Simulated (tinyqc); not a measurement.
Worked calculation: one-electron ion in a basis of Gaussians. One step of it, computed by the program tinyqc.

Question. Matrices over normalised Gaussians. With p = a_i + a_j and I(k) = Gamma((k+1)/2) / (2 p^((k+1)/2)): S = I(2l+2), T = (2l+3) a_i a_j S / p, V = -Z I(2l+1), each divided by sqrt(S_ii S_jj).

exponents of r^l exp(-a r^2) (1/bohr^2): [0.373800, 1.599000, 6.836000, 29.230000]

Z = 2

l = 0

Give: S; T; V.

Answer.

S:
$$\begin{pmatrix}
1.0000 & 0.6939 & 0.2953 & 0.1055 \\
0.6939 & 1.0000 & 0.6941 & 0.2954 \\
0.2953 & 0.6941 & 1.0000 & 0.6940 \\
0.1055 & 0.2954 & 0.6940 & 1.0000
\end{pmatrix}$$

T (hartree):
$$\begin{pmatrix}
0.5607 & 0.6307 & 0.3140 & 0.1168 \\
0.6307 & 2.3985 & 2.6983 & 1.3434 \\
0.3140 & 2.6983 & 10.2540 & 11.5352 \\
0.1168 & 1.3434 & 11.5352 & 43.8450
\end{pmatrix}$$

V (hartree):
$$\begin{pmatrix}
-1.9513 & -2.1994 & -1.7893 & -1.2958 \\
-2.1994 & -4.0358 & -4.5492 & -3.7011 \\
-1.7893 & -4.5492 & -8.3445 & -9.4060 \\
-1.2958 & -3.7011 & -9.4060 & -17.2550
\end{pmatrix}$$
